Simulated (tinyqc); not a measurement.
Plane-wave Kohn-Sham cycle with exchange-only LDA in a layered model solid, step by step. Computed by tinyqc, a small Python program that keeps every step. Settings: points = 16, plane-wave index or count = 3, electrons = 2, k points = 3, area = 40.0, mixing = 0.3, iteration cap = 54, Pulay depth = 3. Command: `OMP_NUM_THREADS=1 python tinyqc.py 27647 27648 out.jsonl` (the two numbers bound the seeds that draw the settings). One thread of a shared host (Intel(R) Xeon(R) Processor @ 2.60GHz), about 0.01 s of CPU time with the checks. Later iterations appear only in the table of the cycle.

## Iteration 1: potential

A solid whose potential varies along x alone (atomic units):
```
parameter                      value
period a                    6.300000
cross-section of the cell  40.000000
electrons per cell                 2
grid points                       16
plane waves -n..n, n               3
k points                           3
V1 in V1 cos(2 pi x/a)     -0.800000
```

density at the start, on the grid x_j = j a/N (e/bohr^3): 0.00793651  0.00793651  0.00793651  0.00793651  0.00793651  0.00793651  0.00793651  0.00793651  0.00793651  0.00793651  0.00793651  0.00793651  0.00793651  0.00793651  0.00793651  0.00793651

V_H(G) = 4 pi rho(G)/G^2 for G != 0 (uniform background); v_x = -(3 rho/pi)^(1/3); V = V_ext + V_H + v_x; Fourier components f(G_m) = (1/N) sum_j f(x_j) exp(-i G_m x_j).

Potentials on the grid (hartree):
```
x             V_ext       V_H        v_x          V
0.000000  -0.800000  0.000000  -0.196427  -0.996427
0.393750  -0.739104  0.000000  -0.196427  -0.935530
0.787500  -0.565685  0.000000  -0.196427  -0.762112
1.181250  -0.306147  0.000000  -0.196427  -0.502573
1.575000          0  0.000000  -0.196427  -0.196427
1.968750   0.306147  0.000000  -0.196427   0.109720
2.362500   0.565685  0.000000  -0.196427   0.369259
2.756250   0.739104  0.000000  -0.196427   0.542677
3.150000   0.800000  0.000000  -0.196427   0.603573
3.543750   0.739104  0.000000  -0.196427   0.542677
3.937500   0.565685  0.000000  -0.196427   0.369259
4.331250   0.306147  0.000000  -0.196427   0.109720
4.725000          0  0.000000  -0.196427  -0.196427
5.118750  -0.306147  0.000000  -0.196427  -0.502573
5.512500  -0.565685  0.000000  -0.196427  -0.762112
5.906250  -0.739104  0.000000  -0.196427  -0.935530
```

V(G_m), m = 0, 1, 2, ... (hartree): -0.196427  -0.400000  0.000000  0.000000  0.000000  0.000000  0.000000

## Iteration 1: Hamiltonian at one k

k = 0.000000 2 pi / a

H(m,m') = (k + G_m)^2/2 delta + V(G_m - G_m'), with V(-G) = V(G).

H (hartree), lower triangle:
```
           -3         -2         -1         +0         +1         +2        +3
-3   4.279584
-2  -0.400000   1.792912
-1   0.000000  -0.400000   0.300908
+0   0.000000   0.000000  -0.400000  -0.196427
+1   0.000000   0.000000   0.000000  -0.400000   0.300908
+2   0.000000   0.000000   0.000000   0.000000  -0.400000   1.792912
+3   0.000000   0.000000   0.000000   0.000000   0.000000  -0.400000  4.279584
```

## Iteration 1: levels at that k

Diagonalise the Hermitian matrix.

eigenvalues (hartree): -0.586863  0.198057  0.577735  1.832038  1.842780  4.343309  4.343326

## Iteration 1: new density

Motion across x is left out: the lowest 1 band(s) hold two electrons at each of the k points (j + 1/2)/nk - 1/2. Residual R = rho(out) - rho(in); rho(new) = rho(in) + 0.3 R. rho(out) = 2/(a A nk) sum |psi|^2 with psi = sum c exp(i G x). Harris energy E = band energy - dV sum rho (V_H/2 + v_x) + (3/4) dV sum rho v_x with rho(in), dV = a A/N, band energy = (2/nk) sum of the filled levels.

rho(out) (e/bohr^3): 0.02497515  0.02200898  0.01512554  0.00822221  0.00363372  0.00136200  0.00045737  0.00015285  0.00008364  0.00015285  0.00045737  0.00136200  0.00363372  0.00822221  0.01512554  0.02200898

density after iteration 1 (e/bohr^3): 0.01304810  0.01215825  0.01009322  0.00802222  0.00664567  0.00596416  0.00569277  0.00560141  0.00558065  0.00560141  0.00569277  0.00596416  0.00664567  0.00802222  0.01009322  0.01215825

energy per cell = -1.07048557 hartree

## Iteration 2: potential

As before.

Potentials on the grid (hartree):
```
x             V_ext        V_H        v_x          V
0.000000  -0.800000   0.047923  -0.231832  -0.983909
0.393750  -0.739104   0.043094  -0.226437  -0.922447
0.787500  -0.565685   0.030235  -0.212814  -0.748264
1.181250  -0.306147   0.013171  -0.197131  -0.490107
1.575000          0  -0.004180  -0.185141  -0.189321
1.968750   0.306147  -0.019130  -0.178583   0.108434
2.362500   0.565685  -0.030304  -0.175832   0.359549
2.756250   0.739104  -0.037134  -0.174886   0.527083
3.150000   0.800000  -0.039426  -0.174670   0.585904
3.543750   0.739104  -0.037134  -0.174886   0.527083
3.937500   0.565685  -0.030304  -0.175832   0.359549
4.331250   0.306147  -0.019130  -0.178583   0.108434
4.725000          0  -0.004180  -0.185141  -0.189321
5.118750  -0.306147   0.013171  -0.197131  -0.490107
5.512500  -0.565685   0.030235  -0.212814  -0.748264
5.906250  -0.739104   0.043094  -0.226437  -0.922447
```

V(G_m), m = 0, 1, 2, ... (hartree): -0.194260  -0.392061  -0.002420  -0.000412  0.000049  0.000021  0.000000

## Iteration 2: Hamiltonian at one k

k = 0.000000 2 pi / a

As before.

H (hartree), lower triangle:
```
           -3         -2         -1         +0         +1         +2        +3
-3   4.281752
-2  -0.392061   1.795079
-1  -0.002420  -0.392061   0.303075
+0  -0.000412  -0.002420  -0.392061  -0.194260
+1   0.000049  -0.000412  -0.002420  -0.392061   0.303075
+2   0.000021   0.000049  -0.000412  -0.002420  -0.392061   1.795079
+3   0.000000   0.000021   0.000049  -0.000412  -0.002420  -0.392061  4.281752
```

## Iteration 2: levels at that k

As before.

eigenvalues (hartree): -0.574819  0.206467  0.572617  1.832883  1.842539  4.342927  4.342936

## Iteration 2: new density

B (overlaps of the stored error matrices):
```
               1              2
1  1.2081011e-03  8.4240193e-04
2  8.4240193e-04  5.8740382e-04
```

Motion across x is left out: the lowest 1 band(s) hold two electrons at each of the k points (j + 1/2)/nk - 1/2. Residual R = rho(out) - rho(in); rho(new) = rho(in) + 0.3 R; Pulay mixing then takes sum c_i of the stored mixed densities, with c from B_ij = sum R_i R_j as in DIIS. rho(out) = 2/(a A nk) sum |psi|^2 with psi = sum c exp(i G x). Harris energy E = band energy - dV sum rho (V_H/2 + v_x) + (3/4) dV sum rho v_x with rho(in), dV = a A/N, band energy = (2/nk) sum of the filled levels.

rho(out) (e/bohr^3): 0.02491957  0.02196529  0.01511072  0.00823573  0.00365986  0.00138492  0.00047135  0.00016009  0.00008862  0.00016009  0.00047135  0.00138492  0.00365986  0.00823573  0.01511072  0.02196529

DIIS coefficients: -2.303484  3.303484

density after iteration 2 (e/bohr^3): 0.02481327  0.02187748  0.01506579  0.00823382  0.00368660  0.00142592  0.00051810  0.00020881  0.00013780  0.00020881  0.00051810  0.00142592  0.00368660  0.00823382  0.01506579  0.02187748

energy per cell = -1.05358940 hartree

## Convergence

Stop when sqrt(dV sum R^2) is below 1e-8, dV = a A/N.

Course of the cycle:
```
iteration  E (hartree)  norm of the residual
1          -1.07048557              1.38e-01
2          -1.05358940              9.62e-02
3          -1.04002542              1.22e-03
4          -1.04002495              1.47e-03
5          -1.04003317              2.17e-05
6          -1.04003317              2.80e-06
7          -1.04003317              1.97e-06
8          -1.04003317              1.63e-07
9          -1.04003317              1.14e-07
10         -1.04003317              3.63e-08
11         -1.04003317              1.47e-08
12         -1.04003317              1.01e-08
13         -1.04003317              8.99e-10
```

Converged in 13 iterations. Before convergence this energy mixes input and output and is not variational, so it may rise towards its limit.
